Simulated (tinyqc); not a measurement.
# Changing the junction depth x_j

Model: lateral field, substrate current, probability of reaching the oxide barrier and hot-carrier lifetime of a silicon transistor (pseudo-two-dimensional and lucky-electron models). Computed by tinyqc, a small Python program. Command: `OMP_NUM_THREADS=1 python tinyqc.py 3000089 3000090 out.jsonl hotcar sweep`. One thread of a shared host (Intel(R) Xeon(R) Processor @ 2.30GHz), about 0.01 s of CPU time with the checks.

Local-field models: a lucky carrier gains its energy at the peak field over a path free of collisions. Voltages are magnitudes.

Inputs (values chosen for the exercise, modelled on a silicon n-channel): channel length L = 1300 nm; oxide thickness t = 25 nm; mobility mu = 410 cm^2/(V s); saturation velocity v_s = 0.84 1e7 cm/s; threshold voltage V_T = 0.38 V; gate voltage V_G = 2.5 V; drain voltage V_D = 5.2 V; ionisation prefactor A_i = 2.1e+06 1/cm; ionisation field B_i = 1.68 MV/cm; hot-carrier mean free path lambda = 7.3 nm; oxide barrier phi_b = 3.1 eV; interface-trap threshold phi_it = 3.6 eV; lifetime constant H = 400 s microampere/micrometre.

Drain: abrupt.

Constants: eps_0 = 8.8541878128e-12 F/m.

Method:
- C_ox = 3.9 eps_0/t; F_sat = 2 v_s/mu; V_Dsat = V_ov F_sat L/(V_ov + F_sat L), V_ov = V_G - V_T; I_D/W = C_ox v_s (V_ov - V_Dsat).
- Scale length l = 0.22 t^(1/3) x_j^(1/2) (all in cm); F_m = sqrt(((V_D - V_Dsat)/l_e)^2 + F_sat^2), with l_e = l; length of the velocity-saturated region l_e ln((V_D - V_Dsat)/(l_e F_sat) + F_m/F_sat).
- Substrate current I_sub/I_D = (A_i/B_i)(V_D - V_Dsat) exp(-B_i/F_m); probability of reaching the oxide barrier exp(-phi_b/(e lambda F_m)); lifetime tau = (H/(I_D/W)) exp(phi_it/(e lambda F_m)).

One run for each value; columns: (1) junction depth x_j (nm); (2) peak field F_m (kV/cm); (3) substrate current I_sub/W (microampere/micrometre); (4) lifetime tau (s); (5) scale length l (nm):
```
(1)     (2)         (3)         (4)     (5)
60   505.30  1.1601e+01  9.8924e+04   73.14
86   422.67  6.0562e+00  6.6681e+05   87.56
120  358.48  2.9724e+00  5.3869e+06  103.43
170  302.00  1.2373e+00  7.0573e+07  123.11
250  250.11  3.9018e-01  2.0888e+09  149.29
350  212.51  1.1890e-01  6.8367e+10  176.65
500  179.21  2.7366e-02  5.0996e+12  211.13
720  151.05  4.7666e-03  8.6207e+14  253.36
```

Over the rows, peak field F_m (kV/cm) falls from 505 to 151 (exponent d ln y / d ln x -0.50 between the first rows and -0.47 between the last); substrate current I_sub/W (microampere/micrometre) falls from 11.6 to 0.00477 (exponent d ln y / d ln x -1.8 between the first rows and -4.8 between the last); lifetime tau (s) rises from 98900 to 8.62e14 (exponent d ln y / d ln x 5.3 between the first rows and 14 between the last). The exponent of peak field F_m stays between -0.50 and -0.47, near -0.50: l grows as x_j^(1/2).

Caution (rows 60.0): multiplication above 10 % feeds back on the field and the source barrier (snapback), which the model leaves out.

Extremes, crossings and ranges named in words are read from the listed rows.
